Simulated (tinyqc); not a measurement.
# Energy and delay of logic against supply voltage, step by step

Numbers from tinyqc (`OMP_NUM_THREADS=1 python tinyqc.py 2082037 2082038 out.jsonl`; about 0.01 s on one thread of a shared Intel Xeon 2.30GHz). Printed values are rounded.

One expression serves below and above threshold: I(Vg) = Ik [ln(1 + exp((Vg - VT + dd V)/(al nf Vt)))]^al, with I_on = I(V) and I_off = I(0). Gate delay td = kd C V/I_on, clock period LD td. Per gate and cycle the switching energy is act C V^2 and the leakage energy I_off V LD td. No short-circuit current, no variation. Minima are sought above 0.09 V; below a few Vt gates no longer switch and the model has no meaning.

Parameters, values chosen for the exercise; values of the order met in logic technologies: temperature T = 330 K; threshold voltage at zero drain bias VT = 0.18 V; slope factor nf = 1.18; barrier lowering per volt of supply dd = 0.06; specific current of a gate Ik = 0.63 uA; exponent of the current law al = 1.49; load capacitance of a gate C = 0.68 fF; delay factor kd = 0.7; logic depth LD = 40; activity factor act = 0.1; supply voltage V = 0.77 V.

Constants: q = 1.602176634e-19 C, kB = 1.380649e-23 J/K, Vt = kB T/q. Results are converted to the units shown.

## Currents, delay and energies

I_on, I_off, td, clock frequency 1/(LD td), both energies and their sum.

I_on = 27.87739 uA
I_off = 11.11701 nA
td = 13.14757 ps
clock frequency = 1.901492 GHz
switching energy = 40.31720 aJ
leakage energy = 4.501779 aJ
energy = 44.81898 aJ

I_on/I_off = 2510; leakage makes up 10.0 % of the energy.

## Starting value

V = 0.25 V.

V at the start = 0.25 V

## Iteration 1: new V

Minimum-energy supply: E(V) is the energy per gate and cycle; with h = 0.001 V, E' = (E(V + h) - E(V - h))/(2 h), E'' = (E(V - h) - 2 E(V) + E(V + h))/h^2, V(new) = V - E'/E''.

E' = 18.81396 aJ/V
E'' = 400.0958 aJ/V^2
V after iteration 1 = 0.2029764 V

## Iteration 2: new V

As before.

E' = -5.665681 aJ/V
E'' = 662.7027 aJ/V^2
V after iteration 2 = 0.2115257 V

## Course of the iteration

Stop when the step is below 1e-9 V, or after 40 iterations.

Course of the iteration:
```
iteration  V before the step (V)   step (V)
1                           0.25    -0.0470
2                      0.2029764    8.55e-3
3                      0.2115257    4.02e-4
4                      0.2119276    8.64e-7
5                      0.2119285  -1.16e-12
```

Converged in 5 iterations. There leakage makes up 57.6 % of the energy and the clock runs at 214 MHz.
